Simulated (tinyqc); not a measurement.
# On-chip interconnect, size-dependent resistivity and RC delay: two metals against line width

A rectangular line between two neighbours and two ground planes. Surface and grain-boundary scattering are added to the bulk resistivity as corrections; capacitances are parallel-plate values without fringing; inductance is ignored.

Metal width x = wd - 2 tl, height y = AR wd - tl; grain boundaries (Mayadas-Shatzkes): al = (lam/(gr x)) Rg/(1 - Rg), g = 1/[1 - 3 al/2 + 3 al^2 - 3 al^3 ln(1 + 1/al)] - 1; surfaces (Fuchs-Sondheimer, thick limit): s = (3/8) lam (1 - ps)(1/x + 1/y); rho = rho0 (1 + g + s); r = rho/(x y). The second metal has rho2, lam2 and tl2 in place of rho0, lam and tl; ps, Rg, gr and AR are shared.

Values chosen for this exercise; metal values close to those of cobalt:

| symbol | value | unit | meaning |
|---|---|---|---|
| rho0 | 6.18 | uohm cm | bulk resistivity |
| lam | 12.1 | nm | bulk mean free path |
| ps | 0.1 |  | specular share of surface scattering |
| Rg | 0.31 |  | reflection coefficient of grain boundaries |
| gr | 1 |  | grain size over the metal width |
| AR | 2 |  | aspect ratio, height over width |
| tl | 0.5 | nm | liner on both walls and the bottom, not conducting |
| sp | 79 | nm | space to the neighbouring lines |
| hd | 120 | nm | dielectric height to the planes above and below |
| ek | 3.9 |  | relative permittivity of the dielectric |
| Mf | 2 |  | Miller factor of the neighbours |
| rho2 | 7.95 | uohm cm | bulk resistivity of the second metal (close to ruthenium) |
| lam2 | 6.41 | nm | mean free path of the second metal |
| tl2 | 0.4 | nm | liner of the second metal |

Constants: eps0 = 8.8541878128e-12 F/m. Results are converted to the units shown.

Results:

| wd (nm) | rho, first (uohm cm) | rho, second (uohm cm) | r, first (ohm/um) | r, second (ohm/um) | ratio second/first |
|---|---|---|---|---|---|
| 5 | 26.645 | 21.414 | 7011.8 | 5310.9 | 0.75743 |
| 8 | 18.065 | 15.923 | 1665.0 | 1417.7 | 0.85147 |
| 10 | 15.484 | 14.227 | 882.26 | 789.01 | 0.89430 |
| 13 | 13.206 | 12.713 | 431.57 | 407.06 | 0.94322 |
| 17 | 11.483 | 11.557 | 214.24 | 212.33 | 0.99109 |
| 22 | 10.243 | 10.720 | 112.13 | 115.97 | 1.0343 |
| 30 | 9.1395 | 9.9705 | 52.967 | 57.291 | 1.0816 |
| 45 | 8.1435 | 9.2916 | 20.679 | 23.462 | 1.1346 |
| 70 | 7.4394 | 8.8106 | 7.7288 | 9.1204 | 1.1800 |
| 120 | 6.9141 | 8.4514 | 2.4260 | 2.9591 | 1.2198 |

Estimate the missing row, wd = 6.5 nm.

Computed row:

| wd (nm) | rho, first (uohm cm) | rho, second (uohm cm) | r, first (ohm/um) | r, second (ohm/um) | ratio second/first |
|---|---|---|---|---|---|
| 6.5 | 21.206 | 17.959 | 3084.5 | 2500.6 | 0.81069 |

With this row back in the table: The resistivity of the first metal falls from 26.6 to 6.91 uohm cm and that of the second goes from 21.4 to 8.45 uohm cm as the line widens. The products rho0 lam, which set the size effect, are 74.8 and 51.0 uohm cm nm. The two resistances cross at wd = 17.9 nm: below it the second metal gives the lower line resistance. For widths well under the mean free path the thick-limit surface term is only a guide.

Program tinyqc, `OMP_NUM_THREADS=1 python tinyqc.py 2100037 2100038 out.jsonl`; Intel Xeon 2.30GHz, shared host, one thread, about 0.01 s.
